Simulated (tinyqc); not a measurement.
Microkinetic model of low-temperature epitaxy from hydride gases: adsorption, hydrogen desorption and rate control: one step, computed by the program tinyqc.

Each hydride molecule needs two free sites and leaves four hydrogen atoms, of which two leave at once as H2; theta is the hydrogen coverage, the site density is 6.78 per nm^2 and one layer is 1.358 angstrom thick.

Task: Coverage and growth rate. With k the hydride and k_H the hydrogen adsorption rate on free pairs and k_d the desorption rate, steady state: 2 (k + k_H)(1 - theta)^2 = k_d theta^2; growth rate R = k (1 - theta)^2 layers/s; 1 layer/s = 8.148 nm/min. With c = 2 (k + k_H)/k_d the free share is 1 - theta = 1/(1 + sqrt(c)).

Inputs (values chosen for the exercise, close to those used for silane and germane, with second-order desorption as on Si(111) but the site density of Si(001)): temperature T = 480 C.

Film: silicon-germanium. Order of hydrogen desorption: second.

k = 2.591007 1/s

k_H = 0 1/s

k_d = 0.03113683 1/s

Give: c; hydrogen coverage theta; growth rate R in layers; growth rate G.

Result:

c = 166.43

hydrogen coverage theta = 0.92806

growth rate R in layers = 0.013409 layers/s

growth rate G = 0.10926 nm/min

Hydrogen covers most sites: its desorption limits growth.
